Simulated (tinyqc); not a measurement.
Stretching the bonds: Weaire-Thorpe hybrids on a Bethe lattice: gap and dangling bond of an amorphous tetrahedral solid.

Values chosen for the exercise (out of a larger set: of the size of tabulated hybrid energies for tetrahedral carbon; not measured data): V1 = 2.16 eV (coupling of two hybrids on one atom); V2 = 10.81 eV (coupling of the two hybrids of a bond).

V2 is scaled as (d0/d)^2 and V1 stays. Bound 2 V2 - 4 V1; tree V2 - 2 V1 + sqrt(V2^2 + 4 V1^2 - 2 sqrt3 V1 V2); a negative bound means that a network with rings may have no gap.

Against d/d0:
```
d/d0  V2 (eV)  V2/V1  bound (eV)  tree (eV)
0.96   11.730  5.430      14.819     15.685
1.00   10.810  5.005      12.980     13.881
1.02   10.390  4.810      12.140     13.061
1.04    9.994  4.627      11.349     12.290
1.07    9.442  4.371      10.244     11.218
1.10    8.934  4.136       9.228     10.238
1.15    8.174  3.784       7.708      8.785
```

Give the missing row, d/d0 = 0.98.

Computed row:
```
d/d0  V2 (eV)  V2/V1  bound (eV)  tree (eV)
0.98   11.256  5.211      13.871     14.755
```

The bound falls by 433 meV for each per cent of stretch near d0 and vanishes at d/d0 = 1.582, beyond the table. Weak, stretched bonds therefore put states closest to the edges, one origin of band tails.

Computed by tinyqc, a small Python program: `OMP_NUM_THREADS=1 python tinyqc.py 1481807 1481808 out.jsonl` (the numbers bound the seed that draws the inputs); one thread of a shared host (Intel(R) Xeon(R) Processor @ 2.30GHz), about 0.03 s for the whole set of steps.
